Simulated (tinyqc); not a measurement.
Avrami exponent and activation energy from three anneals.

Inverse problem. Isothermal crystallisation follows X = 1 - exp(-(k t)^n) with k proportional to exp(-Ec q/(kB T)). Find n, k at both temperatures and Ec.

Constants: q = 1.602176634e-19 C, kB = 1.380649e-23 J/K. Results are converted to the units shown.

X at (413 K, 500 s), (413 K, 1000 s) and (433 K, 41 s): 0.29892798  0.75842581  0.47799624

Solution. -ln(1 - X) = (k t)^n: the two times give n, and the two rates give Ec.

n = 2.00
k at 413 K = 0.00119 1/s
k at 433 K = 0.0197 1/s
Ec = 2.16 eV

Numbers from tinyqc (`OMP_NUM_THREADS=1 python tinyqc.py 2490001 2490002 out.jsonl`; about 0.02 s on one thread of a shared Intel Xeon 2.30GHz).
